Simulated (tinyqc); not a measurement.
Admittance spectroscopy of a deep trap: two steps of the calculation.

Schottky contact on an n-type layer with shallow donors Nd (all ionised) and a donor-like deep trap, neutral when filled and positive when empty; depletion approximation. Traps within lam of the depletion edge stay filled. The traps at xt = W - lam, where the level crosses the Fermi level, follow a slow signal and not a fast one. w = 2 pi f.

Parameters, values chosen for the exercise; material values those of a made-up semiconductor:
- eps_r = 14.9 (relative permittivity)
- Nc = 2.62e19 cm^-3 (conduction-band density of states at 300 K)
- vth = 2.3e7 cm/s (thermal velocity at 300 K)
- Nd = 2.7e16 cm^-3 (shallow donor density)
- Vbi = 0.58 V (built-in voltage)
- Et = 0.48 eV (depth of the trap below the conduction edge)
- sn = 8.1e-16 cm^2 (capture cross-section)
- Nt = 1.1e16 cm^-3 (trap density)
- Vr = 1.9 V (reverse bias)
- f = 32000 Hz (signal frequency)
- T = 355 K (temperature)

Constants: q = 1.602176634e-19 C, kB = 1.380649e-23 J/K, eps0 = 8.8541878128e-14 F/cm where lengths are in cm. Results are converted to the units shown.

Question 1. Widths and limiting capacitances. lam = sqrt(2 eps0 eps_r (EF - ET)/(q Nd)), EF - ET = Et - (kB T/q) ln(Nc(T)/Nd), Nc(T) = Nc (T/300 K)^1.5. In the steady state at the band bending V, 2 eps0 eps_r V/q = Nd W^2 + Nt (W - lam)^2 (the second term only if W > lam). V = Vbi + Vr. C_HF = eps0 eps_r/W, C_LF = eps0 eps_r (Nd + Nt)/(Nd W + Nt xt).

Find: lam; W; xt; C_HF; C_LF.

Answer 1.

lam = 126.4 nm
W = 359.4 nm
xt = 233.0 nm
C_HF = 36.71 nF/cm^2
C_LF = 40.87 nF/cm^2

The step is 11.3 % of C_HF.

Question 2. Admittance at the signal frequency. Emission rate en = sn vth(T) Nc(T) exp(-Et/kB T) = sn g T^2 exp(-Et/kB T), g = vth Nc/(300 K)^2, as vth goes as T^0.5 and Nc as T^1.5 (degeneracy factor 1). Inflection frequency w0 = 2 en [1 + Nt xt/(Nd W)]; C = C_HF + (C_LF - C_HF)/(1 + (w/w0)^2), G/w = (C_LF - C_HF)(w/w0)/(1 + (w/w0)^2).

W = 359.37511 nm
xt = 232.99056 nm
C_HF = 36.710222 nF/cm^2
C_LF = 40.870955 nF/cm^2

Give: en; w0/(2 pi); C; G/w.

Answer 2.

en = 1.0480e5 1/s
w0/(2 pi) = 42172 Hz
C = 39.351 nF/cm^2
G/w = 2.0036 nF/cm^2

The signal lies near the inflection, where the loss is largest.

tinyqc, about 0.01 s, one thread, Intel Xeon 2.30GHz (shared host): `OMP_NUM_THREADS=1 python tinyqc.py 2050061 2050062 out.jsonl`
